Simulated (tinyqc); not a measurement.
# Changing the preheat temperature T0

Model: millisecond and nanosecond annealing: surface heating, thermal budget and solid-phase regrowth. Computed by tinyqc, a small Python program. Command: `OMP_NUM_THREADS=1 python tinyqc.py 3011433 3011434 out.jsonl flash sweep`. One thread of a shared host (Intel(R) Xeon(R) Processor @ 2.30GHz), about 0.03 s of CPU time with the checks.

A square pulse heats the surface of a thick wafer with constant thermal properties; losses by radiation are neglected and silicon melts at 1414 C.

Inputs (values chosen for the exercise, modelled on hot silicon with boron):

| quantity | value | unit |
|---|---|---|
| incident fluence | 42.4 | J/cm^2 |
| pulse length t_p | 0.0032 | s |
| reflectance R | 0.35 | - |
| thermal conductivity k | 0.31 | W/(cm K) |
| heat capacity per volume c | 2.33 | J/(cm^3 K) |
| wafer thickness d | 775 | um |
| dopant prefactor D0 | 0.821 | cm^2/s |
| dopant activation energy E | 3.48 | eV |
| regrowth prefactor v0 | 3.8e+08 | cm/s |
| regrowth energy E_v | 2.72 | eV |

Source: flash lamp.

Constants: k_B = 8.617333262e-05 eV/K.

Method:
- Absorbed flux q = (1 - R) fluence/t_p; kappa = k/c. With f(z, t) = (2 q/k) sqrt(kappa t) ierfc(z/(2 sqrt(kappa t))), ierfc(x) = exp(-x^2)/sqrt(pi) - x erfc(x): T = T0 + f(z, t) during the pulse and T0 + f(z, t) - f(z, t - t_p) after it.
- At the surface the rise at the end of the pulse is 2 q sqrt(t_p/(pi k c)); the fluence that just melts the surface scales with (1414 - T0).
- Temperatures in kelvin are T(C) + 273.15.
- Integrate exp(-E/(k_B T(t))) at the surface from 0 to 10 t_p (Gauss-Legendre, 60 points in sqrt(t) up to t_p and 60 in sqrt(t - t_p) after it). (Dt) = D0 x integral with E; regrowth = v0 x integral with E_v; effective time = integral/exp(-E/(k_B T_peak)).

One run for each value:

| preheat temperature T0 (C) | peak temperature (C) | diffusion length 2 sqrt(Dt) (nm) | effective time over t_p | fluence at the melting threshold (J/cm^2) |
|---|---|---|---|---|
| 420 | 1066.8 | 0.1060 | 0.13109 | 65.156 |
| 460 | 1106.8 | 0.1690 | 0.13909 | 62.534 |
| 500 | 1146.8 | 0.2627 | 0.14736 | 59.912 |
| 540 | 1186.8 | 0.3989 | 0.15593 | 57.290 |
| 580 | 1226.8 | 0.5931 | 0.16481 | 54.668 |
| 620 | 1266.8 | 0.8645 | 0.17402 | 52.046 |
| 660 | 1306.8 | 1.2375 | 0.18358 | 49.424 |
| 700 | 1346.8 | 1.7420 | 0.19353 | 46.802 |
| 740 | 1386.8 | 2.4144 | 0.20390 | 44.180 |

Over the rows, peak temperature (C) rises from 1070 to 1390; diffusion length 2 sqrt(Dt) (nm) rises from 0.106 to 2.41; effective time over t_p rises from 0.131 to 0.204. At fixed fluence the rise is fixed, so the peak follows T0 one to one and the diffusion length follows it exponentially.

Caution (all rows): heat reaches the back of the wafer, which is no longer thick. Caution (all rows): equilibrium diffusivities are used; implant damage enhances diffusion, and k and c vary with temperature. Caution (rows 420, 460): a diffusion length below the atomic spacing of 0.235 nm means about one jump per atom or fewer, so the profile does not change measurably.

Extremes, crossings and ranges named in words are read from the listed rows.
